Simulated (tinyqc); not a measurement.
Thickness: WKB tunnelling through a gate dielectric with a two-band (Franz) dispersion.

At depth x the conduction edge lies u(x) = phi - V x/t above the electron. Parabolic: kappa = sqrt(m u/c). Franz: kappa = sqrt(m u (1 - u/Eg)/c), which vanishes at both band edges. c = hbar^2/2m0. T = exp(-2 integral of kappa dx) over the region u > 0; no image force, no prefactor, zero transverse momentum. The region ends at x_e = min(t, phi t/V); x_e < t is the Fowler-Nordheim regime.

Constants: hbar^2/2m0 = 3.80998211 eV angstrom^2.

Values chosen for the exercise (of the size used for SiO2 on silicon; shifted at random, so the results belong to these values and not to a real crystal): Eg = 8.6 eV (gap of the dielectric); phi = 2.98 eV (barrier above the electron energy at the emitter); m = 0.5 m0 (mass at the conduction edge); V = 1.6 V (voltage across the layer).

The same voltage across layers of other thickness. The last column is the thickness that changes T by a factor of ten, ln(10)/(2 I/t).

Transmission:

| t (angstrom) | field (MV/cm) | T parabolic | T Franz | angstrom per decade, Franz |
|---|---|---|---|---|
| 8 | 20.00 | 0.000202 | 0.000663 | 2.517 |
| 10 | 16.00 | 2.40e-05 | 0.000106 | 2.517 |
| 12 | 13.33 | 2.86e-06 | 1.71e-05 | 2.517 |
| 15 | 10.67 | 1.18e-07 | 1.10e-06 | 2.517 |
| 20 | 8.00 | 5.78e-10 | 1.13e-08 | 2.517 |
| 25 | 6.40 | 2.83e-12 | 1.17e-10 | 2.517 |
| 30 | 5.33 | 1.39e-14 | 1.21e-12 | 2.517 |
| 40 | 4.00 | 3.34e-19 | 1.28e-16 | 2.517 |

What does the comparison show?

At fixed voltage the exponent is proportional to t: T falls tenfold for each 2.52 angstrom. The ratio of Franz to parabolic grows with t, from 3.29 at 8 to 384 at 40 angstrom. Fields above about 12 MV/cm (3 of the rows) are past breakdown; those rows are an exercise.

Run: tinyqc, `OMP_NUM_THREADS=1 python tinyqc.py 1451392 1451393 out.jsonl`; Intel(R) Xeon(R) Processor @ 2.30GHz, one thread, shared host; about 0.01 s of CPU time with all checks.
